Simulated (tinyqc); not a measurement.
Sublattice potential against complex hopping: Haldane model. Computed by the program tinyqc. 

Honeycomb lattice:
```
parameter,value
t1 (eV),1.850000
t2 (eV),0.200000
phi (rad),0.770000
```

H_AA = delta - 2 t2 sum cos(k.b + phi), H_BB = -delta - 2 t2 sum cos(k.b - phi), H_AB = -t1 (1 + exp(-i k.a1) + exp(-i k.a2)), b = a1, a2 - a1, -a2, m = 3 sqrt3 t2 sin(phi); the sign of the Chern number follows the orientation k1 then k2.

Gaps at the two valleys (eV) and Chern number of the lower band (12 x 12 mesh):
```
delta,gap 2|delta - m|,gap 2|delta + m|,Chern number
-1.302,4.051,1.157,0
-0.940,3.327,0.433,0
-0.434,2.315,0.579,-1
0.000,1.447,1.447,-1
0.289,0.869,2.025,-1
0.543,0.361,2.533,-1
0.904,0.361,3.255,0
1.447,1.447,4.341,0
```

Here |m| = 0.7234 eV. For |delta| < |m| the two valleys have masses of opposite sign and the Chern number is +/-1; one gap closes at |delta| = |m|, and beyond it the band is trivial.
